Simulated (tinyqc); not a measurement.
Chemical-mechanical planarisation: Preston law, pattern density and step-height reduction: one step, computed by the program tinyqc.

A row of 12 cells, repeated periodically, holds raised features that cover a share rho of each cell.

Problem. Effective density. The stiff pad averages the density: rho_eff(i) = sum_j w_ij rho_j / sum_j w_ij, w = exp(-2 d^2/L^2), L the planarisation length and d the distance between cell centres, summed over all periodic images of cell j.

Inputs (values chosen for the exercise, close to those used for copper polishing): cell size = 1.9 mm; planarisation length = 2 mm.

local pattern densities, cell by cell: [0.6, 0.7, 0.9, 0.5, 0.4, 0.5, 0.6, 0.4, 0.4, 0.8, 0.4, 0.1]

Give: normalised weights (images included) for cells 0, 1, 2, ... apart; effective densities.

Solution.

normalised weights (images included) for cells 0, 1, 2, ... apart: [0.75165, 0.12363, 0.00055, 0.00000, 0.00000, 0.00000, 0.00000]

effective densities: [0.55060, 0.71192, 0.82538, 0.53720, 0.42511, 0.49995, 0.56269, 0.42500, 0.44956, 0.70049, 0.41247, 0.19962]

Local densities span 0.1 to 0.9, effective ones 0.200 to 0.825.
